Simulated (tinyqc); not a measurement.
Contact radius against thickness: four-point probe, van der Pauw, Hall and spreading-resistance readings of a semiconductor layer. Computed by tinyqc, a small Python program. Command: `OMP_NUM_THREADS=1 python tinyqc.py 3113716 3113717 out.jsonl probe walk`. One thread of a shared host (Intel(R) Xeon(R) Processor @ 2.30GHz), about 0.01 s of CPU time with the checks.

The layer is uniform and ohmic; contacts are points unless a radius is given.

Inputs (values chosen for the exercise, modelled on n-type silicon): carrier density n = 1e+19 1/cm^3; drift mobility mu = 116 cm^2/(V s); layer thickness t = 1800 micrometre.

Backing of the layer: conducting.

Constants: e = 1.602176634e-19 C.

Method:
- rho = 1/(e n mu); R_s = rho/t.
- Flat disc contact with the current density of a half-space: R = (rho/(4 a)) c, c = (4/pi) int_0^infinity K(x t/a) sin(x) J1(x)/x^2 dx for a conducting backing, K = tanh, with the voltage averaged over the disc; c tends to 1 for t >> a.
- Compared with (2/pi) arctan(2 t/a) and with the column value 4 t/(pi a).

resistivity rho = 0.00538061 ohm cm

At the given t:

| t/a | c | arctan form | column form | R (ohm) |
|---|---|---|---|---|
| 0.1 | 0.10891 | 0.12567 | 1.2732e-01 | 8.1390e-05 |
| 0.2 | 0.20149 | 0.24224 | 2.5465e-01 | 3.0116e-04 |
| 0.5 | 0.41490 | 0.50000 | 6.3662e-01 | 1.5503e-03 |
| 1.0 | 0.62068 | 0.70483 | 1.2732e+00 | 4.6384e-03 |
| 2.0 | 0.78894 | 0.84404 | 2.5465e+00 | 1.1792e-02 |
| 5.0 | 0.91241 | 0.93655 | 6.3662e+00 | 3.4092e-02 |
| 10.0 | 0.95596 | 0.96820 | 1.2732e+01 | 7.1439e-02 |
| 30.0 | 0.98529 | 0.98939 | 3.8197e+01 | 2.2090e-01 |

What follows from these numbers?

The arctan form misses c by at most about 21 % over these rows; the column form is off by +17 % at t/a = 0.1 and by +105 % at t/a = 1, where the current spreads beyond the disc.
